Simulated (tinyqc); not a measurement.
Coherent transport through a tight-binding region between two chains, step by step. Computed by tinyqc, a small Python program that keeps every step. Settings: temperature = 300, mu = -0.21. Command: `OMP_NUM_THREADS=1 python tinyqc.py 23011 23012 out.jsonl` (the two numbers bound the seeds that draw the settings). One thread of a shared host (Intel(R) Xeon(R) Processor @ 2.60GHz), about 0.08 s of CPU time with the checks.

## Transmission at E = 0.23 eV

H of the central region (eV):
```
          1         2         3         4         5         6
1   0.00000  -1.15000   0.00000   0.00000   0.00000  -1.15000
2  -1.15000   1.31000  -1.15000   0.00000   0.00000   0.00000
3   0.00000  -1.15000   1.31000  -1.15000   0.00000   0.00000
4   0.00000   0.00000  -1.15000   1.31000  -1.15000   0.00000
5   0.00000   0.00000   0.00000  -1.15000   1.31000  -1.15000
6  -1.15000   0.00000   0.00000   0.00000  -1.15000   0.00000
```

Leads: semi-infinite chains with site energy 0:
```
parameter                           value
lead hopping t (eV)              1.490000
coupling to the left lead (eV)   0.490000
coupling to the right lead (eV)  1.360000
left contact site                       1
right contact site                      6
```

E = 0.23000 eV

Surface Green function g = (E - i sqrt(4 t^2 - E^2)) / (2 t^2); self-energy tc^2 g on each contact site; G = (E - H - Sigma)^(-1); Gamma = -2 Im Sigma; T = Gamma_L Gamma_R |G_LR|^2; local density of states -Im G_ii / pi.

g = 0.05180-0.66914i 1/eV

G (1/eV):
```
                   1                  2                  3                  4
1   0.61930-0.06612i   0.70407-0.03471i   0.04191+0.03353i  -0.66471+0.06620i
2   0.70407-0.03471i   0.27067-0.41947i   0.41969-0.35923i   0.12347+0.08210i
3   0.04191+0.03353i   0.41969-0.35923i   0.35223-0.37089i   0.78067+0.01091i
4  -0.66471+0.06620i   0.12347+0.08210i   0.78067+0.01091i   0.60967-0.07186i
5  -0.66616+0.02864i  -0.30373+0.43634i   0.38092+0.38114i   0.66146-0.07839i
6   0.03910-0.03930i  -0.40872+0.32767i  -0.42294+0.34703i   0.01153-0.00177i

                   5                  6
1  -0.66616+0.02864i   0.03910-0.03930i
2  -0.30373+0.43634i  -0.40872+0.32767i
3   0.38092+0.38114i  -0.42294+0.34703i
4   0.66146-0.07839i   0.01153-0.00177i
5   0.24028-0.45476i   0.43376-0.34869i
6   0.43376-0.34869i   0.39583-0.32570i
```

local density of states (1/eV): 0.02105  0.13352  0.11806  0.02287  0.14476  0.10367

transmission = 0.00244

## Transmission across the band

The same steps on a grid of energies.

T(E):
```
E (eV)            T
-2.8310000  0.02805
-2.5479000  0.10907
-2.2648000  0.20788
-1.9817000  0.28056
-1.6986000  0.31090
-1.4155000  0.31650
-1.1324000  0.31422
-0.8493000  0.30258
-0.5662000  0.22717
-0.2831000  0.06683
0           0.02521
0.2831000   0.00662
0.5662000   0.04011
0.8493000   0.07694
1.1324000   0.11854
1.4155000   0.17591
1.6986000   0.26769
1.9817000   0.39064
2.2648000   0.38989
2.5479000   0.00244
2.8310000   0.00025
```

levels of the isolated region (eV): -1.71883  -0.26926  -0.18274  1.73657  2.30810  3.36618

## Current

I = (2e/h) int T(E) [f(E - mu - V/2) - f(E - mu + V/2)] dE at 300 K with mu = -0.21 eV, the bias not changing H; 2e^2/h = 77.48092 microsiemens; the integral runs over the band on 4001 points.

Current:
```
V (volt)  I (microampere)
0.01000           0.20447
0.05000           0.99963
0.10000           1.86940
0.20000           3.00230
0.40000           4.07215
0.80000           7.03683
```
